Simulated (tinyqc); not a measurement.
Worked calculation: Hueckel theory of the pi electrons, for the molecule Bc1cc[nH]c1 (SMILES; centres numbered as the heavy atoms are written). Computed by tinyqc, a small Python program that keeps every step. Settings: charge = 0. Command: `OMP_NUM_THREADS=1 python tinyqc.py 27831 27832 out.jsonl` (the two numbers bound the seeds that draw the settings). One thread of a shared host (Intel(R) Xeon(R) Processor @ 2.60GHz), about 0.01 s of CPU time with the checks.

## The Hueckel matrix

Centres:
```
centre  z_r, pi electrons of the neutral centre          h
1B                                            0  -0.940000
2C                                            1   0.000000
3C                                            1   0.000000
4C                                            1   0.000000
5N                                            2   1.500000
6C                                            1   0.000000
```

Bonds:
```
i  j         k
1  2  0.750000
2  3         1
3  4         1
4  5  0.880000
5  6  0.880000
6  2         1
```

H_rr = alpha + h_r beta, H_rs = k_rs beta for bonded centres.

Hueckel matrix in units of beta (H = alpha + beta A), order 1B, 2C, 3C, 4C, 5N, 6C:
```
[[-0.940000, 0.750000, 0.000000, 0.000000, 0.000000, 0.000000],
 [0.750000, 0.000000, 1.000000, 0.000000, 0.000000, 1.000000],
 [0.000000, 1.000000, 0.000000, 1.000000, 0.000000, 0.000000],
 [0.000000, 0.000000, 1.000000, 0.000000, 0.880000, 0.000000],
 [0.000000, 0.000000, 0.000000, 0.880000, 1.500000, 0.880000],
 [0.000000, 1.000000, 0.000000, 0.000000, 0.880000, 0.000000]]
```

## Orbitals

pi electrons, sum of z_r less the charge = 6

Diagonalise; E = alpha + x beta with beta < 0, so the largest x are filled first; degenerate levels share their electrons. P = sum n_i c_ri c_si; each orbital has its largest coefficient positive (the first on a tie).

x values: [2.423873, 1.266239, 0.659174, -0.746005, -1.163967, -1.879315]

occupations: [2.000000, 2.000000, 2.000000, 0.000000, 0.000000, 0.000000]

coefficients, order 1B, 2C, 3C, 4C, 5N, 6C:
```
[[0.065844, 0.210990, -0.144725, 0.753169, 0.343841, -0.494684],
 [0.295322, 0.620660, -0.308588, 0.194815, -0.102679, 0.619552],
 [0.278923, 0.513486, 0.455142, -0.159458, -0.473643, -0.449017],
 [0.380752, 0.029536, 0.608606, -0.075858, 0.653983, 0.224292],
 [0.731785, -0.541007, -0.061324, 0.245510, -0.326786, 0.031252],
 [0.387517, 0.114176, -0.550011, -0.550751, 0.335276, -0.344303]]
```

charge and bond-order matrix P, order 1B, 2C, 3C, 4C, 5N, 6C:
```
[[0.139595, 0.390118, 0.121671, -0.113557, -0.114176, 0.258412],
 [0.390118, 1.135320, 0.521241, -0.114064, -0.201490, 0.710067],
 [0.121671, 0.521241, 1.097240, 0.796737, -0.203198, -0.167237],
 [-0.113557, -0.114064, 0.796737, 1.032490, 0.450654, -0.367639],
 [-0.114176, -0.201490, -0.203198, 0.450654, 1.663918, 0.511077],
 [0.258412, 0.710067, -0.167237, -0.367639, 0.511077, 0.931436]]
```

## Energy, charges, bond orders

E = sum n x; q_r = z_r - P_rr; bond order p = P_rs; free valence = sqrt(3) - sum of p over the bonds of the atom.

pi energy = 6 alpha + this times beta = 8.698573

pi charges: [-0.139595, -0.135320, -0.097240, -0.032490, 0.336082, 0.068564]

Bond orders and lengths from R = 1.517 - 0.180 p (angstrom, C-C alone):
```
bond         p         R
1-2   0.390118         -
2-3   0.521241  1.423177
3-4   0.796737  1.373587
4-5   0.450654         -
5-6   0.511077         -
6-2   0.710067  1.389188
```

free valence of the carbons: [0.110625, 0.414072, 0.484659, 0.510906]

gap between the highest filled and the next level = 1.405179 |beta|
